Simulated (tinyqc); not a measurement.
# Fully depleted semiconductor-on-insulator film with two gates, non-linear Poisson equation by Newton steps: what changes with what

One dimension across the film, front interface at x = 0, back interface at x = ts. psi is counted from the intrinsic level, n = ni exp(psi/Vt) (source grounded), holes neglected, acceptors ionised. Gates act through Cox = eps0 eox/tox and Cbox = 3.9 eps0/tb with potentials G1 = Vg - (phiM - chi - Vt ln(Nc/ni)) and G2 = Vb - (phiB - chi - Vt ln(Nc/ni)). Classical Boltzmann densities, no interface charge, no depletion in the back plane.

Inputs (values chosen for the exercise); band and dielectric values those of a made-up semiconductor: temperature T = 300 K; band gap Eg = 0.993 eV; relative permittivity eps_r = 10.4; conduction-band density of states at T Nc = 3.62e19 cm^-3; valence-band density of states at T Nv = 2.21e19 cm^-3; electron affinity chi = 3.24 eV; relative permittivity of the gate insulator (close to silicon dioxide) eox = 3.9; insulator thickness tox = 2.2 nm; film thickness ts = 6.1 nm; buried-oxide thickness (eps_r 3.9) tb = 57 nm; acceptor density of the film Na = 2.7e17 cm^-3; work function of the front gate phiM = 3.59 eV; work function of the back plane phiB = 3.29 eV; back-gate voltage Vb = 1.4 V.

Constants: q = 1.602176634e-19 C, kB = 1.380649e-23 J/K, Vt = kB T/q, eps0 = 8.8541878128e-14 F/cm where lengths are in cm. Results are converted to the units shown.

Each table varies one quantity; the others keep the values above.

## Charge against front-gate voltage

ni = sqrt(Nc Nv) exp(-Eg/(2 Vt)), Eg in volts. The Poisson equation eps0 eps_r d2psi/dx2 = q (n + Na), with -eps0 eps_r dpsi/dx = Cox (G1 - psi) at x = 0 and eps0 eps_r dpsi/dx = Cbox (G2 - psi) at x = ts, is solved on 300 equal intervals with half boxes at both ends; N_inv is the trapezoid sum of n. Swing = ln 10/(d ln N_inv/dVg); the last column is (dN_inv/dVb)/(dN_inv/dVg).

Charge against front-gate voltage:
columns A: Vg (V); B: psi front (V); C: psi back (V); D: N_inv (cm^-2); E: centroid/ts; F: swing (mV/decade); G: q dN_inv/dVg over Cox; H: back/front leverage
```
A            B       C        D      E       F        G       H
-0.24  -0.0336  0.0308   9.06e4  0.692    63.4  3.36e-7  0.0656
-0.09    0.111   0.170   2.10e7  0.678    63.4  7.79e-5  0.0650
0.06     0.255   0.308   4.76e9  0.663    65.1   0.0172  0.0643
0.21     0.375   0.407  2.67e11  0.605     152    0.412  0.0601
0.36     0.439   0.432  1.10e12  0.475     380    0.680  0.0513
0.51     0.476   0.439  2.20e12  0.367     644    0.802  0.0461
0.66     0.501   0.441  3.43e12  0.295     933    0.864  0.0435
0.81     0.518   0.443  4.72e12  0.246  1.24e3    0.898  0.0421
0.96     0.532   0.444  6.06e12  0.212  1.55e3    0.919  0.0412
```

Read the table: what changes, and by how much?

N_inv passes 1e11 cm^-2 at Vg = 0.158 V. The swing starts at 63.4 mV a decade, against (1 + k) Vt ln 10 = 61.7 for a front channel with k = Cs Cbox/(Cox (Cs + Cbox)) = 0.0371, Cs = eps0 eps_r/ts; above threshold this column is no longer a subthreshold swing. The centroid falls from 0.692 to 0.212 of ts and the leverage of the back gate falls from 0.0656 to 0.0412. For Vg = 0.51, 0.66, 0.81, 0.96 the density at an interface exceeds 0.3 Nc, where Boltzmann statistics fail. In every row the classical centroid lies within 3 nm of an interface, where confinement, left out, would push it away.

## Threshold and coupling against the acceptor density of the film

VT is the Vg for N_inv = 1e11 cm^-2; -dVT/dVb from the linearised equation. Limits with Cs = eps0 eps_r/ts: front channel Cs Cbox/(Cox (Cs + Cbox)), back channel Cbox (Cox + Cs)/(Cox Cs). Swing at N_inv = 1e8 cm^-2.

The same in every row: front-channel limit = 0.0371; back-channel limit = 0.0787.

Threshold and coupling against the acceptor density of the film:
```
Na (cm^-3)  VT (V)  centroid/ts at VT  -dVT/dVb  swing (mV/decade)
1e15         0.135              0.658    0.0635               63.5
3e15         0.135              0.658    0.0635               63.5
9e15         0.136              0.657    0.0634               63.5
3e16         0.137              0.656    0.0634               63.5
8e16         0.142              0.652    0.0632               63.5
2e17         0.152              0.643    0.0628               63.4
7e17         0.195              0.601    0.0610               63.3
2e18         0.304              0.462    0.0553               63.0
```

As Na goes from 1e15 to 2e18, VT rises from 0.135 to 0.304 V, the centroid falls from 0.658 to 0.462 of ts and -dVT/dVb falls from 0.0635 to 0.0553. The coupling covers 63.3 % of the way from the front-channel to the back-channel limit in the first row and 43.6 % in the last.

Range of the model: In so thin a film or at such density quantum confinement moves the charge away from the interfaces and raises the threshold.

Numbers from tinyqc (`OMP_NUM_THREADS=1 python tinyqc.py 2190118 2190119 out.jsonl`; about 0.5 s on one thread of a shared Intel Xeon 2.30GHz).
